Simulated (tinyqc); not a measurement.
# Off-state leakage of single and stacked transistors, step by step

Program tinyqc, `OMP_NUM_THREADS=1 python tinyqc.py 2242260 2242261 out.jsonl`; Intel Xeon 2.30GHz, shared host, one thread, about 0.03 s. Printed values are rounded.

n-channel devices of unit width. Subthreshold current I(Vg, Vs, Vd) = I0 (T/300 K)^0.5 exp[(Vg - Vs - VT(T) - gb (Vs - Vb) + dd (Vd - Vs))/(nf Vt)] (1 - exp(-(Vd - Vs)/Vt)), VT(T) = VT - cT (T - 300 K). Gate-edge tunnelling Ig (Vd/1 V) exp(ag (Vd - 1 V)), for a gate at 0 V, and band-to-band leakage Ab u exp(-Bb/u), u = Vd - Vb + 1 V, flow at a drain held at V; both are taken as independent of T. In a stack of off transistors (all gates at 0 V) the same subthreshold current passes through each.

Values chosen for this exercise; values of the order met in bulk silicon logic transistors:
```
symbol,value,unit,meaning
T,378,K,temperature
V,0.8,V,supply voltage
VT,0.49,V,"threshold at 300 K, zero drain and body bias"
cT,0.7,mV/K,fall of the threshold with temperature
I0,0.61,uA/um,current at threshold at 300 K
nf,1.47,,slope factor
dd,0.13,,drain-induced lowering per volt
gb,0.2,,rise of the threshold per volt of source-body bias
Ig,0.0001,uA/um,gate-edge tunnelling current at 1 V
ag,3.3,1/V,exponential slope of the gate current
Ab,1,uA/(um V),prefactor of band-to-band leakage at the drain
Bb,26,V,its exponential voltage
Vb,0,V,body voltage
```

Constants: q = 1.602176634e-19 C, kB = 1.380649e-23 J/K, Vt = kB T/q. Results are converted to the units shown.

## Leakage of one transistor

Vg = Vs = 0, Vd = V; effective threshold VT(T) - gb Vb - dd V.

effective threshold = 0.3314 V
parts (nA/um): subthreshold 0.675697, gate edge 0.0413481, band-to-band 9.59688e-4
total = 0.718004 nA/um
shares (%): subthreshold 94.1076, gate edge 5.75875, band-to-band 0.133660

The subthreshold part is the largest.

## Starting value

Vx = dd V/(1 + gb + 2 dd), the solution for Vx well above Vt, rounded to three decimals.

Vx at the start = 0.071 V

## Iteration 1: new Vx

Stack of two, Vx the node between them: I_low = I(0, 0, Vx), I_up = I(0, Vx, V), f = ln(I_up/I_low), f' = -(1 + gb + 2 dd)/(nf Vt) - 1/(Vt (exp(Vx/Vt) - 1)) - 1/(Vt (exp((V - Vx)/Vt) - 1)), Vx(new) = Vx - f/f'.

I_low = 0.0828101 nA/um
I_up = 0.0940333 nA/um
f = 0.127098
f' = -34.4050 1/V
Vx after iteration 1 = 0.0746942 V

## Iteration 2: new Vx

As before.

I_low = 0.0847882 nA/um
I_up = 0.0848631 nA/um
f = 8.82353e-4
f' = -33.9382 1/V
Vx after iteration 2 = 0.0747202 V

## Course of the iteration

Stop when the step is below 1e-11 V, or after 40 iterations.

Course of the iteration:
```
iteration  Vx before the step (V)  step (V)
1                           0.071   3.69e-3
2                       0.0746942   2.60e-5
3                       0.0747202   1.17e-9
4                       0.0747202         0
```

Converged in 4 iterations. The subthreshold current of the stack is 0.08480 nA/um, 7.97 times less than that of one transistor (the drain leakage is unchanged); the estimate exp[dd V (1 + gb + dd)/((1 + gb + 2 dd) nf Vt)] gives 7.23.
